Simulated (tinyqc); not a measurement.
Vacuum evaporation: vapour pressure, source flux, thickness distribution, purity and step coverage: one step, computed by the program tinyqc.

Molecular flow, unit sticking of the metal, no re-evaporation. The background gas is taken as water vapour (18.015 g/mol, collision diameter 0.37 nm) at 300 K.

Question. Vapour pressure and flux. log10(p_v/Pa) = A - B/T; flux from the surface Phi = p_v/sqrt(2 pi m k_B T), m = M u. Mass loss = Phi x area x m; heat of evaporation = ln(10) R B; d ln Phi/dT = ln(10) B/T^2 - 1/(2 T).

Inputs (values chosen for the exercise, modelled on indium, with constants for the liquid):

| quantity | value | unit |
|---|---|---|
| molar mass M | 114.8 | g/mol |
| vapour-pressure constant A | 10.36 | - |
| vapour-pressure constant B | 12290 | K |
| source temperature T | 1160 | K |
| source area | 0.32 | cm^2 |

Constants: u = 1.6605390666e-27 kg; k_B = 1.380649e-23 J/K; R = 8.314462618 J/(mol K).

Give: vapour pressure p_v; flux Phi; mass loss; heat of evaporation; change of flux per kelvin.

Answer.

vapour pressure p_v = 0.5823 Pa

flux Phi = 4.205e+17 1/(cm^2 s)

mass loss = 0.09233 g/h

heat of evaporation = 235.3 kJ/mol

change of flux per kelvin = 2.060 %/K

Holding the rate to 1 % needs the temperature to about 0.49 K.
